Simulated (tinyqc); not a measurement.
Landau-Devonshire theory of a uniaxial ferroelectric: one step, computed by the program tinyqc.

G(P) = (alpha/2) P^2 + (beta*/4) P^4 + (gamma/6) P^6 - E P per volume, SI units, one domain, P along the polar axis, which is normal to the film.

Task: Spontaneous polarisation, susceptibility, coercive field. Ps^2 = [-beta* + sqrt(beta*^2 - 4 alpha gamma)]/(2 gamma). chi = 1/(eps_0 G''), G'' = alpha + 3 beta* P^2 + 5 gamma P^4 at Ps. Ps, chi and the coercive field are for perfect screening, without a depolarising field. The intrinsic coercive field is |alpha P + beta* P^3 + gamma P^5| at the P_c where G'' = 0. 1 C/m^2 = 100 microcoulomb/cm^2.

Inputs (values chosen for the exercise, modelled on barium titanate): Curie-Weiss temperature T0 = 381 K; gamma = 1.67e+10 J m^9/C^6; temperature T = 308 K.

Sample: epitaxial film.

alpha = -6.009641e+08 J m/C^2

beta* = 4.987143e+08 J m^5/C^4

Constants: eps_0 = 8.8541878128e-12 F/m.

Give: spontaneous polarisation Ps; susceptibility chi; well depth G(Ps); P_c; intrinsic coercive field.

Result:

spontaneous polarisation Ps = 41.88 microcoulomb/cm^2

susceptibility chi = 50.67

well depth G(Ps) = -33.85 MJ/m^3

P_c = 27.63 microcoulomb/cm^2

intrinsic coercive field = 128.6 MV/m

P_c/Ps = 0.660, above the 0.577 of a quartic well, as the sixth-order term matters. Real switching runs by domain nucleation at far lower fields. Caution: the strain shifts T0 by more than 500 K here, which is beyond the range where constant coefficients hold. Caution: far below T0* the expansion with linear alpha(T) is only a fit.
